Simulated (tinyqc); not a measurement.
# Ballast resistance and gain from the on-state line

Question. At high current V = BV (1 + be)^(-1/n) + I Ro. Find Ro, the intercept and be.

Parameters, values chosen for the exercise: junction breakdown voltage BV = 10.5 V; exponent of the multiplication n = 3.9.

V at I = 5.4 and 10.8 mA/um (V): [7.2452981, 8.9732981]

Answer. The slope is Ro; the intercept over BV is (1 + be)^(-1/n).

Ro = 320.0 ohm um
intercept = 5.517 V
be = 11.30

tinyqc, about 0.02 s, one thread, Intel Xeon 2.30GHz (shared host): `OMP_NUM_THREADS=1 python tinyqc.py 2670136 2670137 out.jsonl`
